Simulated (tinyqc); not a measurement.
## Reverse leakage of an n+-p junction: diffusion, generation, trap-assisted and band-to-band tunnelling: leakage components against the acceptor density of the lighter side

One-sided abrupt junction in the depletion approximation, x from the junction (0) to W on the p side, field F = F0 (1 - x/W). Flat quasi-Fermi levels, long p side. Traps generate through SRH with both lifetimes shortened by 1 + Gamma (Hurkx enhancement, form for moderate fields); band-to-band generation is local and needs a total bending above Eg.

ni = sqrt(Nc Nv) exp(-Eg/(2 Vt)), Eg in volts; Vbi = Vt ln(Na Nd/ni^2); W = sqrt(2 eps0 eps_r (Vbi + VR)/(q Na)); F0 = 2 (Vbi + VR)/W; FG = sqrt(24 mt m0 (kB T)^3)/(q hbar); J_diff = q ni^2 sqrt(Dn/tau)(1 - exp(-VR/Vt))/Na. u = (Vbi + VR)(1 - x/W)^2, p = Na exp(-u/Vt), n = Nd exp((u - Vbi - VR)/Vt); G0 = ni^2 (1 - exp(-VR/Vt))/(tau (n + p + 2 ni cosh(Et/Vt))); Gamma = 2 sqrt(3 pi)(F/FG) exp((F/FG)^2); trap-assisted part G0 Gamma; G_bb = Ab F^2.5 exp(-Bb/F) with F in V/cm, zero unless Vbi + VR > Eg, and counted as zero under 1 cm^-3 s^-1. Currents are q times the integrals over 0 to W; J_bb under 1e-8 of J is printed as 0; rows with F0/FG above 2.2, beyond the range of this Gamma, are left out.

Inputs (values chosen for the exercise); band and dielectric values those of a made-up semiconductor:

| symbol | value | unit | meaning |
|---|---|---|---|
| T | 250 | K | temperature |
| Eg | 0.533 | eV | band gap |
| eps_r | 18.8 |  | relative permittivity |
| Nc | 9.43e18 | cm^-3 | conduction-band density of states at T |
| Nv | 4.52e18 | cm^-3 | valence-band density of states at T |
| Nd | 1e20 | cm^-3 | donor density of the heavier side |
| tau | 2e-8 | s | SRH lifetime of both carriers at zero field |
| Et | 0 | eV | trap level above the intrinsic level |
| mt | 0.17 | m0 | tunnelling mass |
| Dn | 10 | cm^2/s | electron diffusion coefficient on the lighter side |
| Ab | 7.2e14 | cm^-0.5 V^-2.5 s^-1 | band-to-band prefactor |
| Bb | 3.84e6 | V/cm | band-to-band field constant |
| VR | 1.6 | V | reverse bias |

Constants: q = 1.602176634e-19 C, kB = 1.380649e-23 J/K, hbar = 1.054571817e-34 J s, m0 = 9.1093837015e-31 kg, Vt = kB T/q, eps0 = 8.8541878128e-14 F/cm where lengths are in cm. Results are converted to the units shown.

Result of one run:

| F0 (kV/cm) | F0/FG | J_diff (A/cm^2) | J_SRH (A/cm^2) | J_TAT (A/cm^2) | J_bb (A/cm^2) | J (A/cm^2) | largest part |
|---|---|---|---|---|---|---|---|
| 62.9 | 0.272 | 2.75e-4 | 0.00501 | 0.00496 | 0 | 0.0102 | SRH generation |

Which acceptor density of the lighter side Na gave this result: 1e16, 2.4e16, 1.3e17 or 3.2e17 cm^-3?

Na = 1e16 cm^-3.

The whole series:

| Na (cm^-3) | F0 (kV/cm) | F0/FG | J_diff (A/cm^2) | J_SRH (A/cm^2) | J_TAT (A/cm^2) | J_bb (A/cm^2) | J (A/cm^2) | largest part |
|---|---|---|---|---|---|---|---|---|
| 1e16 | 62.9 | 0.272 | 2.75e-4 | 0.00501 | 0.00496 | 0 | 0.0102 | SRH generation |
| 2.4e16 | 97.8 | 0.423 | 1.15e-4 | 0.00317 | 0.00521 | 0 | 0.00849 | trap-assisted tunnelling |
| 5.6e16 | 150 | 0.649 | 4.91e-5 | 0.00203 | 0.00585 | 7.22e-9 | 0.00793 | trap-assisted tunnelling |
| 1.3e17 | 230 | 0.993 | 2.11e-5 | 0.00131 | 0.00778 | 1.39e-4 | 0.00925 | trap-assisted tunnelling |
| 3.2e17 | 362 | 1.56 | 8.59e-6 | 8.21e-4 | 0.0175 | 0.178 | 0.196 | band-to-band tunnelling |

J goes from 0.0102 through a minimum of 0.00793 (at Na = 5.6e16 among the rows listed) to 0.196 A/cm^2. SRH generation leads at Na = 1e16, trap-assisted tunnelling from 2.4e16, band-to-band tunnelling from 3.2e17 on. The ratio J_TAT/J_SRH goes from 0.990 to 21.4 as F0/FG goes from 0.272 to 1.56.

Range of the model: The n+ side is degenerate, so Vbi from Boltzmann statistics is only a guide.

Computed by the program tinyqc: `OMP_NUM_THREADS=1 python tinyqc.py 2290105 2290106 out.jsonl`, one thread of a shared Intel Xeon 2.30GHz, about 0.01 s for the whole run.
